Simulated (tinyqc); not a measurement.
What moves the results: donor level screened by free carriers (Yukawa potential). A value that a table varies takes the place of the one given here.

Potential -(q/(eps r)) exp(-ks r), q = e^2/(4 pi eps0). In units Ry* = Ry m/eps^2 and a* = a0 eps/m the problem is [-Laplacian - 2 exp(-x r)/r] psi = E psi with x = ks a*.

Converged values use 18 functions exp(-z r), z = 1.55^i, i = -11 to 6: S = 2/A^3, H = z_i z_j S - 2/(A + x)^2, A = z_i + z_j.

Screening wave number: Debye ks^2 = 4 pi q n/(eps kB T); Thomas-Fermi ks^2 = 6 pi q n/(eps EF) with EF = c (3 pi^2 n/gv)^(2/3)/m, c = hbar^2/2m0; the two are joined by 1/ks^2 = sqrt(1/ks_D^4 + 1/ks_TF^4). 1e18/cm^3 = 1e-6/angstrom^3, q = e^2/(4 pi eps0).

Constants: e^2/(4 pi eps0) = 14.39964547 eV angstrom; kB = 8.617333262e-05 eV/K; hbar^2/2m0 = 3.80998211 eV angstrom^2; Ry = 13.60569312 eV; a0 (Bohr radius) = 0.5291772105 angstrom.

Parameters, chosen for this exercise (near those of a donor in GaN, with one mean mass; shifted at random, so the results belong to these values and not to a real crystal):

| symbol | value | unit | meaning |
|---|---|---|---|
| xs | (0.03, 0.16, 0.3, 0.47, 0.64, 0.91, 1.01) |  | values of x |
| m | 0.202 | m0 | mass |
| eps | 9.6 |  | dielectric constant |
| gv | 1 |  | valleys |
| T | 400 | K | temperature |
| nl | (0.048, 0.16, 0.48, 1.6, 4.8, 16, 48) | x 1e18/cm^3 | densities |
| n | 1.6 | x 1e18/cm^3 | free-carrier density |

## Towards the loss of the bound state

First order (-1 + 2x), one-parameter (minimum of z^2 - 8 z^3/(2z + x)^2) and converged 1s energies in Ry*, and the mean radius in a*; a dash marks an unbound result.

Results:

| x | first order | trial function | converged | <r> |
|---|---|---|---|---|
| 0.03 | -0.9400 | -0.9413 | -0.9413 | 1.50 |
| 0.16 | -0.6800 | -0.7149 | -0.7150 | 1.53 |
| 0.30 | -0.4000 | -0.5146 | -0.5153 | 1.61 |
| 0.47 | -0.0600 | -0.3219 | -0.3246 | 1.77 |
| 0.64 | - | -0.1763 | -0.1830 | 2.05 |
| 0.91 | - | -0.0281 | -0.0453 | 3.23 |
| 1.01 | - | - | -0.0184 | 4.56 |

First order loses the state at x = 0.5, the trial function reaches zero energy at x = 1.00, and the exact limit is 1.19. The radius starts at 1.5 a*, grows slowly at first (1.61 at x = 0.30), then steadily, and swells towards the end (4.6 at 1.01), where a single exponential fails: the binding vanishes as the square of the distance from 1.19.

## Binding against carrier density

Ry* = 29.8215 meV
a* = 25.149 angstrom

x from the joined ks; converged 1s binding (dash: x above 1.17, at or past the limit 1.19 where the state unbinds).

Results:

| n (1e18/cm^3) | EF/kB T | 1/ks (angstrom) | x | binding (meV) | n^(1/3) a* |
|---|---|---|---|---|---|
| 0.048 | 0.07 | 195.3 | 0.129 | 22.83 | 0.091 |
| 0.16 | 0.15 | 107.2 | 0.235 | 17.99 | 0.137 |
| 0.48 | 0.32 | 62.4 | 0.403 | 11.74 | 0.197 |
| 1.6 | 0.72 | 35.6 | 0.707 | 4.16 | 0.294 |
| 4.8 | 1.49 | 23.2 | 1.085 | 0.18 | 0.424 |
| 16 | 3.33 | 16.7 | 1.508 | - | 0.634 |
| 48 | 6.92 | 13.4 | 1.876 | - | 0.914 |

The binding falls from 22.8 to 0.2 meV (bare value 29.8); it passes half the bare value between 0.16 and 0.48 x 1e18/cm^3. The level is unbound, or bound by less than 0.001 Ry*, from 16 x 1e18/cm^3 on; as the density rises, it is lost by the time n^(1/3) a* reaches 0.63. x grows with exponent 0.50 in n at the start and 0.20 at the end (1/2 for Debye, 1/6 for Thomas-Fermi screening). The level survives to n^(1/3) a* = 0.42, past the 0.26 of the Mott rule, which corresponds to x = 1 for one valley with degenerate screening; here the level lasts until x = 1.19, the screening is at most the degenerate value, and overlap of donors is left out.

## What each parameter does

Ry* = Ry m/eps^2, a* = a0 eps/m, x = ks a* with the joined ks; converged binding. Each row changes one parameter from the base and keeps the others.

Results:

| case | 1/ks (angstrom) | x | binding in Ry* | binding (meV) |
|---|---|---|---|---|
| base | 35.6 | 0.707 | 0.140 | 4.16 |
| n = 2.4 x 1e18/cm^3 | 30.0 | 0.839 | 0.072 | 2.15 |
| T = 370 K | 34.5 | 0.729 | 0.126 | 3.77 |
| m = 0.226 m0 | 35.3 | 0.638 | 0.185 | 6.16 |
| eps = 8.8 | 34.1 | 0.677 | 0.158 | 5.62 |
| gv = 2 | 34.5 | 0.728 | 0.127 | 3.79 |

The largest shifts from the base row, up to three for each result and ties (the steps differ in size, so this ranks the rows, not the parameters). 1/ks (angstrom): n -5.6, eps -1.5, T -1.1. x: n +0.132, m -0.069, eps -0.030. binding in Ry*: n -0.068, m +0.045, eps +0.019. binding (meV): n -2.02, m +2.00, eps +1.46.

tinyqc: `OMP_NUM_THREADS=1 python tinyqc.py 1250024 1250025 out.jsonl`; about 0.01 s, one thread, shared Intel(R) Xeon(R) Processor @ 2.30GHz.
